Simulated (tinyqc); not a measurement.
# Hot electrons in a saturated n-channel MOSFET, lucky-electron model: several studies

Beyond pinch-off the lateral field grows as Esat cosh(y/l) over the velocity-saturated region (pseudo-two-dimensional model). Impact ionisation in this region gives the substrate current, which biases the body forward through Rsub. Currents are per width. Local-field laws: they overstate ionisation when the field peak is narrower than an energy relaxation length.

Parameters, values chosen for the exercise; values close to those of silicon n-channel devices: channel length L = 0.35 um; oxide thickness tox = 8.3 nm; junction depth xj = 91 nm; threshold VT = 0.69 V; effective mobility mu = 270 cm^2/(V s); saturation velocity vs = 9.6e6 cm/s; ionisation prefactor Ai = 2e6 1/cm; ionisation field Bi = 1.82 MV/cm; resistance of the lightly doped drain Rd = 400 ohm um; substrate resistance Rsub = 7200 ohm um; fall of VT per volt of forward body bias kb = 0.32; lifetime exponent m = 2.8; lifetime constant Hl = 7500 s uA/um; drain voltage Vd = 3 V; gate voltage Vg = 2 V.

Constants: eps0 = 8.8541878128e-14 F/cm where lengths are in cm. Results are converted to the units shown.

Each table varies one quantity; the others keep the values above.

## Effect of the junction depth

Cox = 3.9 eps0/tox, l = sqrt(3 tox xj), Esat = 2 vs/mu. Overdrive g = Vg - VT + kb Vb; Vdsat = g Esat L/(g + Esat L); Id = Cox vs (g - Vdsat); dV = Vd - Id Rd - Vdsat; Em = sqrt((dV/l)^2 + Esat^2); Isub = Id (Ai/Bi) l Em exp(-Bi/Em). Vb = Rsub Isub is solved self-consistently. Lifetime tau = (Hl/Id)(Isub/Id)^(-m); 1 year = 3.15576e7 s.

Effect of the junction depth:
```
xj (nm),Id (uA/um),Em (MV/cm),Isub (uA/um),Isub/Id,tau (years)
36,196.8,0.6828,30.75,0.1563,2.183e-4
49,190.9,0.5901,19.78,0.1036,7.108e-4
67,186.7,0.5082,11.86,0.06352,0.002862
91,183.9,0.4389,6.678,0.03631,0.01391
120,182.4,0.3844,3.701,0.02030,0.07150
170,181.3,0.3257,1.578,0.008709,0.7688
230,180.8,0.2825,0.6757,0.003738,8.232
```

Read the table: what changes, and by how much?

As xj goes from 36 to 230 nm, Em falls from 0.683 to 0.282 MV/cm, Isub falls from 30.8 to 0.676 uA/um and tau rises from 2.18e-4 to 8.23 years. From the first row to the last, log10(tau) changes by 4.6: 4.5 from (Isub/Id)^(-m), which holds Em and l, and 0.037 from 1/Id. For xj = 36 to 49 nm Isub/Id passes 0.1, where multiplication of the secondary carriers, left out here, counts.

## Effect of the gate voltage

Same model as above.

Results:
```
Vg (V),Id (uA/um),Em (MV/cm),Isub (uA/um),Isub/Id,tau (years)
0.84,3.4603,0.60419,0.53782,0.15543,0.012606
1.11,24.902,0.55624,2.7484,0.11037,0.0045685
1.38,61.552,0.51507,4.8429,0.078681,0.0047674
1.65,109.45,0.47926,6.1534,0.056221,0.0068711
1.92,165.88,0.44761,6.6588,0.040143,0.011643
2.19,228.97,0.41922,6.5368,0.028549,0.021905
2.46,297.44,0.39343,5.9952,0.020156,0.044692
3,447.03,0.34777,4.3389,0.0097061,0.23009
```

Estimate the missing row, Vg = 2.73 V.

Computed row:
```
Vg (V),Id (uA/um),Em (MV/cm),Isub (uA/um),Isub/Id,tau (years)
2.73,370.36,0.36974,5.2156,0.014083,0.097954
```

With this row back in the table: As Vg goes from 0.84 to 3 V, Em falls from 0.604 to 0.348 MV/cm, Isub goes from 0.538 through a maximum of 6.66 (at Vg = 1.92 V among the rows listed) to 4.34 uA/um and tau goes from 0.0126 through a minimum of 0.00457 (at Vg = 1.11 V among the rows listed) to 0.230 years. Id grows with Vg while the rising Vdsat lowers the field, hence the bell shape; the peak row has Vg/Vd = 0.64. For Vg = 0.84 to 1.11 V Isub/Id passes 0.1, where multiplication of the secondary carriers, left out here, counts.

## Effect of the resistance of the lightly doped drain

Same model as above.

Effect of the resistance of the lightly doped drain:
```
Rd (ohm um),Id (uA/um),Em (MV/cm),Isub (uA/um),Isub/Id,tau (years)
0,184.61,0.45389,7.9502,0.043064,0.0085936
150,184.35,0.44826,7.4549,0.040438,0.010263
300,184.10,0.44263,6.9818,0.037924,0.012301
500,183.79,0.43515,6.3846,0.034739,0.015752
800,183.35,0.42397,5.5576,0.030311,0.023130
1200,182.83,0.40912,4.5760,0.025029,0.039653
1600,182.38,0.39432,3.7232,0.020414,0.070334
```

What does the table show?

As Rd goes from 0 to 1600 ohm um, Em falls from 0.454 to 0.394 MV/cm, Isub falls from 7.95 to 3.72 uA/um and tau rises from 0.00859 to 0.0703 years. From the first row to the last, log10(tau) changes by 0.91: 0.91 from (Isub/Id)^(-m), which holds Em and l, and 0.0053 from 1/Id. The price is 0.292 V dropped over Rd in the last row.

tinyqc, about 0.01 s, one thread, Intel Xeon 2.30GHz (shared host): `OMP_NUM_THREADS=1 python tinyqc.py 2550001 2550002 out.jsonl`
